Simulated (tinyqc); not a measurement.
Along the matched line: quaternary alloy A(x)B(1-x)C(y)D(1-y) matched to a substrate.

Q(x,y) = x y Q_AC + x (1 - y) Q_AD + (1 - x) y Q_BC + (1 - x)(1 - y) Q_BD for the lattice constant. Gap, rule 1: Q(x,y) - x (1 - x)[y C_ABC + (1 - y) C_ABD] - y (1 - y)[x C_ACD + (1 - x) C_BCD]. Rule 2 (mean of ternaries): {x (1 - x)[y T_ABC(x) + (1 - y) T_ABD(x)] + y (1 - y)[x T_ACD(y) + (1 - x) T_BCD(y)]}/{x (1 - x) + y (1 - y)}, T_ABC(x) = x E_AC + (1 - x) E_BC - C_ABC x (1 - x), T_ACD(y) = y E_AC + (1 - y) E_AD - C_ACD y (1 - y), and alike. Only the Gamma valley is followed.

Matching a(x,y) = a_s gives x = (a_s - y a_BC - (1 - y) a_BD)/(y (a_AC - a_BC) + (1 - y)(a_AD - a_BD)).
Constants: hc = 1239.841984 eV nm.

Parameters, chosen for this exercise (AC, AD, BC, BD near GaAs, GaSb, InAs and InSb; substrate near InAs; the results hold for these values, not for the real material): a = (5.659, 6.103, 6.051, 6.482) angstrom (lattice constants of AC, AD, BC, BD); Eg = (1.532, 0.814, 0.42, 0.232) eV (gaps at Gamma of AC, AD, BC, BD); Cb = (0.433, 0.457, 1.501, 0.571) eV (bowing of ABC, ABD, ACD, BCD); a_s = 6.051 angstrom (substrate).

x follows from y.

Results:

| y | x | bilinear (eV) | rule 1 (eV) | rule 2 (eV) | wavelength 1 (nm) | wavelength 2 (nm) |
|---|---|---|---|---|---|---|
| 0.13 | 0.9850 | 0.8976 | 0.7227 | 0.7481 | 1716 | 1657 |
| 0.24 | 0.8572 | 0.8851 | 0.5803 | 0.7135 | 2137 | 1738 |
| 0.34 | 0.7419 | 0.8614 | 0.4925 | 0.6691 | 2517 | 1853 |
| 0.45 | 0.6160 | 0.8220 | 0.4333 | 0.6257 | 2861 | 1982 |
| 0.56 | 0.4909 | 0.7687 | 0.4047 | 0.5872 | 3064 | 2111 |
| 0.67 | 0.3668 | 0.7017 | 0.3976 | 0.5509 | 3118 | 2251 |
| 0.78 | 0.2437 | 0.6212 | 0.4035 | 0.5134 | 3072 | 2415 |
| 0.88 | 0.1325 | 0.5363 | 0.4129 | 0.4751 | 3003 | 2610 |
| 0.99 | 0.0110 | 0.4303 | 0.4198 | 0.4251 | 2953 | 2917 |

The matched alloys span 0.398 to 0.723 eV by rule 1, with the lowest value inside the range, at y = 0.67. Along the line dx/dy is -1.161 between the first two rows and -1.104 between the last two. In energy the two rules differ most at y = 0.45, by 192 meV (879 nm there), which measures how far the ternary data leave the interior open. Miscibility gaps are not considered.

tinyqc: `OMP_NUM_THREADS=1 python tinyqc.py 1080466 1080467 out.jsonl`; about 0.01 s, one thread, shared Intel(R) Xeon(R) Processor @ 2.30GHz.
